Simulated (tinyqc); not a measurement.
Quantum well in an electric field by finite differences: one step. Lowest levels on the coarse grid. The numbers come from values chosen for the exercise (near those of an InGaAs well in InAlAs).

diagonal H_ii (eV): 0.830554  0.834804  0.839054  0.896169  0.553739  0.654444  0.658694  0.662944  0.667194  0.574989  0.925919  0.877304  0.881554  0.885804

H_(i,i+1) (eV): -0.181090  -0.181090  -0.181090  -0.233954  -0.330409  -0.330409  -0.330409  -0.330409  -0.330409  -0.233954  -0.181090  -0.181090  -0.181090

Problem. Diagonalise the symmetric tridiagonal matrix; give the three lowest levels and the weights u_i^2 (sum 1) of the two lowest.

Give: levels; weights on the points.

Solution.

levels (eV): 0.0420  0.1748  0.3885

weights on the points:
```
             1      2      3      4      5      6      7      8      9     10     11     12
level 1  0.000  0.000  0.001  0.009  0.106  0.191  0.235  0.219  0.156  0.078  0.006  0.000
level 2  0.000  0.000  0.003  0.029  0.232  0.188  0.022  0.048  0.220  0.231  0.026  0.002

            13     14
level 1  0.000  0.000
level 2  0.000  0.000
```

Run: tinyqc, `OMP_NUM_THREADS=1 python tinyqc.py 1282653 1282654 out.jsonl`; Intel(R) Xeon(R) Processor @ 2.30GHz, one thread, shared host; about 0.03 s of CPU time with all checks.
